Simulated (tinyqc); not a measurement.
Molecular dynamics of a small cluster by velocity Verlet steps: one step, computed by the program tinyqc.

E = sum_i {sum_j A exp(-p (r_ij/r0 - 1)) - xi sqrt(rho_i)}, rho_i = sum_j exp(-2 q (r_ij/r0 - 1)); the force on i is -sum_j w_ij (R_i - R_j)/r_ij with w_ij = -(2p/r0) A exp(-p (r_ij/r0 - 1)) + (xi q/r0) exp(-2 q (r_ij/r0 - 1)) (rho_i^(-1/2) + rho_j^(-1/2)).

Task: State at the start. Velocity Verlet: a = c F/M with c = 9.648533212e-3 angstrom/fs^2 per eV/(angstrom u); R(new) = R + v dt + a dt^2/2; v(new) = v + (a + a(new)) dt/2. Kinetic energy K = M v^2/(2c); temperature T = 2K/((3N - 3) k_B), rotation of the cluster included. After each step v is scaled by sqrt(1 + (dt/tau)(T0/T - 1)).

Inputs (values chosen for the exercise, for model atoms):
```
quantity               value      unit
length r0               2.75  angstrom
repulsion A             0.14        eV
hopping xi              1.51        eV
decay p                 10.3         -
decay q                 3.31         -
atomic mass M            159         u
time step dt             2.6        fs
target temperature T0    200         K
coupling time tau        200        fs
```

Potential: Gupta. Thermostat: Berendsen.

starting positions (angstrom):
```
            x      y      z
atom 1  -0.01   0.01  -0.03
atom 2   2.59  -0.04   0.01
atom 3    1.3   2.19  -0.02
atom 4   1.31    0.7   2.09
```

starting velocities (angstrom/fs):
```
               x         y         z
atom 1   0.00057  -0.00089  -0.00013
atom 2  -0.00066   -0.0004   0.00032
atom 3  -0.00056   0.00013  -0.00164
atom 4   0.00064   0.00117   0.00145
```

Constants: 1 eV/(angstrom u) = 9.648533212e-03 angstrom/fs^2; k_B = 8.617333262e-05 eV/K.

Give: forces; potential energy; kinetic energy; temperature.

Result:

forces (eV/angstrom):
```
             x       y       z
atom 1   1.173   0.586   0.498
atom 2  -1.157   0.654   0.423
atom 3   0.019  -1.255   0.470
atom 4  -0.035   0.014  -1.390
```

potential energy = -9.679 eV

kinetic energy = 0.07196 eV

temperature = 185.6 K
